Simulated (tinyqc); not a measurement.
Van der Pauw, Hall and four-point-probe measurements on a doped layer: two steps of the calculation.

A uniform n-type layer with sheet resistance Rs = 1/(q ns mu), point contacts, low field (mu B small).

Values chosen for this exercise: sheet density of the layer ns = 5.6e11 cm^-2; drift mobility mu = 78 cm^2/(V s); Hall factor rH = 1.18; magnetic field B = 2 T; current I = 100 uA; side ratio a/b of a rectangular sample with corner contacts ar = 1.78.

Constants: q = 1.602176634e-19 C. Results are converted to the units shown.

Task 1. Resistances and Hall voltage. Rs = 1/(q ns mu). For a rectangle with contacts at the corners, RA = (8 Rs/pi) sum_(k>=0) ln coth((2k + 1) pi a/(2 b)) with current along a short side b and voltage along the opposite one, RB the same with a and b exchanged; Hall voltage VH = rH B I/(q ns), negative for electrons.

Wanted: Rs; RA; RB; VH.

Result 1.

Rs = 1.4289e5 ohm/square
RA = 2712.7 ohm
RB = 1.2959e5 ohm
VH = -263.04 mV

RB/RA = 47.8; for a square both equal Rs ln 2/pi = 31500 ohm.

Task 2. New z. The van der Pauw equation exp(-pi RA z) + exp(-pi RB z) = 1 is solved for z = 1/Rs: e1 = exp(-pi RA z), e2 = exp(-pi RB z), f = e1 + e2 - 1, f' = -pi (RA e1 + RB e2), z(new) = z - f/f'.

z after iteration 1 = 0.0053636176 mS
RA = 2712.6591 ohm
RB = 1.2958798e5 ohm

Give: e1; e2; f; f'; z after iteration 2.

Result 2.

e1 = 0.9553
e2 = 0.1126
f = 0.06796
f' = -54.00 kohm
z after iteration 2 = 0.006622 mS

tinyqc, about 0.04 s, one thread, Intel Xeon 2.30GHz (shared host): `OMP_NUM_THREADS=1 python tinyqc.py 2850107 2850108 out.jsonl`
